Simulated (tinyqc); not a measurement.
Gated graphene: carriers, quantum capacitance and optical conductivity: one step. Optical conductivity at one energy.

Conductivity over sigma0 = e^2/(4 hbar): interband Re = sinh(E/2kT)/(cosh(mu/kT) + cosh(E/2kT)); intraband Re = (8 kT/pi) ln(2 cosh(mu/2kT)) Gm/(E^2 + Gm^2). A free sheet absorbs about pi alpha_f Re(sigma/sigma0), alpha_f the fine-structure constant (alpha among the constants).

Constants: kB = 8.617333262e-05 eV/K; fine-structure constant alpha = 0.007297352564.

Parameters, chosen for this exercise (out of a larger set: Fermi velocity near that of graphene, gate dielectric near hBN; not measured data):
```
symbol  value  unit  meaning
T       300    K
E       0.554  eV    photon energy
Gm      10     meV   intraband damping
```

mu = -0.158677 eV

Task: Evaluate both parts and the absorption.

Give: interband; intraband; absorption.

Result:

interband = 0.9898
intraband = 0.0066
absorption = 2.284 %

E is above 2|mu| = 0.3174 eV; at this temperature interband transitions are mostly open; the universal value is pi alpha_f = 2.293 %.

Run: tinyqc, `OMP_NUM_THREADS=1 python tinyqc.py 1651363 1651364 out.jsonl`; Intel(R) Xeon(R) Processor @ 2.30GHz, one thread, shared host; about 0.01 s of CPU time with all checks.
